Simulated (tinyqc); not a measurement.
Worked calculation: one-electron ion in a basis of Gaussians. One step of it, computed by the program tinyqc.

Question. Generalised eigenproblem. Solve H C = S C e through S^(-1/2); each column has its largest component positive (the first on a tie).

H = T + V (hartree):
```
[[-1.539219, -1.710566, -1.756074, -1.571940, -1.279590, -0.992749],
 [-1.710566, -1.574986, -1.653267, -2.282567, -2.436934, -2.153274],
 [-1.756074, -1.653267, 1.251268, 1.891363, -1.080735, -3.000531],
 [-1.571940, -2.282567, 1.891363, 16.070358, 19.856542, 8.342482],
 [-1.279590, -2.436934, -1.080735, 19.856542, 75.355325, 91.002283],
 [-0.992749, -2.153274, -3.000531, 8.342482, 91.002283, 291.160046]]
```

S:
```
[[1.000000, 0.773118, 0.407751, 0.180497, 0.075157, 0.030696],
 [0.773118, 1.000000, 0.773125, 0.407701, 0.180504, 0.075163],
 [0.407751, 0.773125, 1.000000, 0.773057, 0.407709, 0.180514],
 [0.180497, 0.407701, 0.773057, 1.000000, 0.773134, 0.407785],
 [0.075157, 0.180504, 0.407709, 0.773134, 1.000000, 0.773150],
 [0.030696, 0.075163, 0.180514, 0.407785, 0.773150, 1.000000]]
```

Give: eigenvalues of S; eigenvalues; coefficients.

Answer.

eigenvalues of S: [0.0296, 0.0925, 0.2740, 0.7338, 1.7121, 3.1580]

eigenvalues (hartree): [-1.9984, 0.5823, 8.8134, 40.4869, 156.0547, 582.2872]

coefficients:
```
[[0.5408, 1.5039, -0.8708, 0.4014, -0.1919, 0.0939],
 [0.4105, -1.4624, 2.2460, -1.2965, 0.6283, -0.3040],
 [0.1370, 0.0544, -2.0000, 2.4133, -1.3873, 0.6750],
 [0.0340, -0.0843, 0.2283, -2.1760, 2.3768, -1.3350],
 [0.0070, 0.0052, -0.0837, 0.3069, -2.1507, 2.1897],
 [0.0025, -0.0045, 0.0071, -0.0680, 0.2370, -1.8599]]
```

For Z = 2 and l = 0 the exact lowest level is -Z^2/(2 n^2) with n = l + 1: -2.000000 hartree.
